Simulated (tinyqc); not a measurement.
From C_s back to frozen fraction g: crystal pulling from the melt: segregation, interface stability, heat balance and point-defect regime. Computed by tinyqc, a small Python program. Command: `OMP_NUM_THREADS=1 python tinyqc.py 3012886 3012887 out.jsonl pull inv`. One thread of a shared host (Intel(R) Xeon(R) Processor @ 2.30GHz), about 0.01 s of CPU time with the checks.

A dilute solute; steady pulling with a flat interface unless it is found unstable.

Inputs (values chosen for the exercise, for a model semiconductor):
```
quantity,value,unit
equilibrium coefficient k0,0.0027,-
initial melt concentration C0,1.8e+20,1/cm^3
diffusivity in the melt D,0.00018,cm^2/s
kinematic viscosity nu,0.0032,cm^2/s
crystal rotation,8,rpm
pull rate V,1,mm/min
```

Loss from the melt surface: none.

Method. delta = 1.61 D^(1/3) nu^(1/6) omega^(-1/2), omega = 2 pi rpm/60; k_eff = k0/[k0 + (1 - k0) exp(-V delta/D)] (Burton, Prim and Slichter); the melt at the interface is enriched by k_eff/k0. Axial profile: C_s = k_eff C0 (1 - g)^(k_eff - 1); bulk melt C_L = C_s/k_eff. Usable fraction: the g at which C_s has changed by 30 % from its first value (0.99 at most).

Question. A run gave the result below. Find the frozen fraction g, known to lie between 0.25 and 0.62.

C_s = 1.008996e+18 1/cm^3

Answer.

Each step takes the trial c = (a f_b - b f_a)/(f_b - f_a), f being the result less the target and a, b, c the logarithms of the listed values; c replaces end b, the old b replaces a if the sign of f changed, and otherwise f_a is halved.

Scan of the range:
```
frozen fraction g,C_s (1/cm^3)
0.250,9.20262e+17
0.291,9.73268e+17
0.338,1.04209e+18
0.394,1.13801e+18
0.458,1.27184e+18
0.533,1.47525e+18
0.620,1.81157e+18
```

False position (Illinois rule, in the logarithm of the input) inside the bracket:
```
step,end a,end b,trial,C_s (1/cm^3)
1,0.291000,0.338000,0.314519,1.00653e+18
2,0.338000,0.314519,0.316093,1.00884e+18
3,0.338000,0.316093,0.316293,1.00913e+18
4,0.316093,0.316293,0.316200,1.00900e+18
5,0.316293,0.316200,0.316200,1.00900e+18
```

C_s rises at every point of a 13-point scan of the range (every second point is shown), so one value fits; it is bracketed by 0.291 and 0.338. Answer: frozen fraction g = 0.3162.
